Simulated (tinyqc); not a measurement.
What moves the Penn gap and the ionicity: Penn model of the dielectric constant and Phillips ionicity.

n = 32/a^3; Ep^2 = 8 pi c e2 n with c = hbar^2/2m0, e2 = e^2/(4 pi eps0); EF = c (3 pi^2 n)^(2/3); eps = 1 + (Ep/Eg)^2 S with S = 1 - Eg/(4 EF) + (Eg/(4 EF))^2/3, Eg the Penn gap. Core d shells are left out.

Phillips: bond length d = sqrt(3) a/4; homopolar gap Eh = 39.74 d^(-2.48) eV (d in angstrom); Eg^2 = Eh^2 + C^2; ionicity fi = C^2/Eg^2.

Constants: hbar^2/2m0 = 3.80998211 eV angstrom^2; e^2/(4 pi eps0) = 14.39964547 eV angstrom.

Values chosen for the exercise (out of a larger set: near those of AlAs; not measured data): a = 5.653 angstrom (cubic lattice constant, 32 valence electrons a cell); ei = 8.34 (high-frequency dielectric constant).

Eg from ei; fi = 1 - (Eh/Eg)^2, printed even where negative.

One parameter was then changed.

Results before and after:

| case | Ep (eV) | Eg (eV) | Eh (eV) | fi |
|---|---|---|---|---|
| base | 15.628 | 5.432 | 4.316 | 0.369 |
| changed | 15.628 | 5.747 | 4.316 | 0.436 |

Which of these changes was made? (a) a = 5.766 angstrom; (b) ei = 7.51.
Answer: (b) ei = 7.51. Of the candidates, run in turn, only this one gives the changed row.

All candidates:

| case | Ep (eV) | Eg (eV) | Eh (eV) | fi |
|---|---|---|---|---|
| base | 15.628 | 5.432 | 4.316 | 0.369 |
| a = 5.766 angstrom | 15.171 | 5.270 | 4.109 | 0.392 |
| ei = 7.51 | 15.628 | 5.747 | 4.316 | 0.436 |

With the tabulated Phillips C of about 2.7 eV, fi would be 0.28; this model leaves out the d-shell factor.

tinyqc: `OMP_NUM_THREADS=1 python tinyqc.py 1682488 1682489 out.jsonl`; about 0.01 s, one thread, shared Intel(R) Xeon(R) Processor @ 2.30GHz.
